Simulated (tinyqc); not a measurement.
From results back to parameters: deformation-potential model of the Delta valleys of a conduction band. Four cases, with inputs chosen for the exercise.

Problem. A uniaxial tension X1 along [100] acts on valleys along x, y, z, with shifts dE = Xd tr(e) + Xu a.e.a and Boltzmann shares. The ratio of the share of the y valleys to that of the x valleys is given.

s11 = (C11 + C12)/((C11 - C12)(C11 + 2 C12)), s12 = -C12/((C11 - C12)(C11 + 2 C12)), s44 = 1/C44; exx = s11 sxx + s12 (syy + szz) and cyclic, exy = s44 sxy/2; tension is positive. A uniaxial stress X along the unit vector n is s_ij = X n_i n_j.

Constants: kB = 8.617333262e-05 eV/K.

Case 1.

Values chosen (near those of Si; shifted at random, so the results belong to these values and not to a real crystal): C11 = 164.2 GPa; C12 = 60.1 GPa; C44 = 79.7 GPa; X1 = 0.7 GPa (size of the stress); T = 300 K (temperature).

n_y/n_x = 9.737089

Case 2.

Values chosen (near those of Si; shifted at random, so the results belong to these values and not to a real crystal): C11 = 164.6 GPa; C12 = 63.6 GPa; C44 = 79.4 GPa; X1 = 0.4 GPa (size of the stress); T = 150 K (temperature).

n_y/n_x = 14.28864

Case 3.

Values chosen (near those of Si; shifted at random, so the results belong to these values and not to a real crystal): C11 = 166.1 GPa; C12 = 64.1 GPa; C44 = 78.9 GPa; X1 = 0.5 GPa (size of the stress); T = 300 K (temperature).

n_y/n_x = 6.057850

Case 4.

Values chosen (near those of Si; shifted at random, so the results belong to these values and not to a real crystal): C11 = 168.2 GPa; C12 = 62 GPa; C44 = 77.4 GPa; X1 = 0.8 GPa (size of the stress); T = 200 K (temperature).

n_y/n_x = 60.85948

Find: splitting dE_x - dE_y; Xu.

Solution. The splitting is kT ln(n_y/n_x), and it equals Xu (exx - eyy) = Xu (s11 - s12) X1; Xd drops out.

Case 1.

splitting dE_x - dE_y = 58.84 meV
Xu = 8.75 eV

Case 2.

splitting dE_x - dE_y = 34.38 meV
Xu = 8.68 eV

Case 3.

splitting dE_x - dE_y = 46.57 meV
Xu = 9.50 eV

Case 4.

splitting dE_x - dE_y = 70.81 meV
Xu = 9.40 eV

Computed by tinyqc, one run a case: `OMP_NUM_THREADS=1 python tinyqc.py N N+1 out.jsonl` with N = 1080434, 1080467, 1080489, 1080716; one thread of a shared Intel(R) Xeon(R) Processor @ 2.30GHz, about 0.03 s a run at most.
